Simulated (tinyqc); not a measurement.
# Inverter chain driving a load

N inverters, each f = Hc^(1/N) times larger than the one before: delay tau N (f + pp). Switched capacitance in units of the first input, with output capacitance pp times the input: Hc + (1 + pp)(Hc - 1)/(f - 1).

Inputs (values chosen for the exercise):

| symbol | value | unit | meaning |
|---|---|---|---|
| Hc | 530 |  | load over the input capacitance of the chain |
| pp | 1 |  | parasitic delay of an inverter |
| tau | 2.1 | ps | delay unit |

Results:
```
N	f	delay (ps)	switched capacitance
2	23.02	100.9	578.0
3	8.093	57.28	679.2
5	3.506	47.32	952.1
6	2.845	48.44	1104
7	2.450	50.72	1260
8	2.190	53.60	1419
9	2.008	56.85	1580
```

Estimate the missing row, N = 4.

Computed row:
```
N	f	delay (ps)	switched capacitance
4	4.798	48.70	808.6
```

With this row back in the table: The delay goes from 101 through a minimum of 47.3 (at N = 5 among the rows listed) to 56.8 ps. The best stage effort solves pp + rho (1 - ln rho) = 0, rho = 3.59, which gives N = ln Hc/ln rho = 4.91. One stage fewer than the best costs 2.9 % in delay and saves 15 % of the switched capacitance.

tinyqc, about 0.01 s, one thread, Intel Xeon 2.30GHz (shared host): `OMP_NUM_THREADS=1 python tinyqc.py 2082160 2082161 out.jsonl`
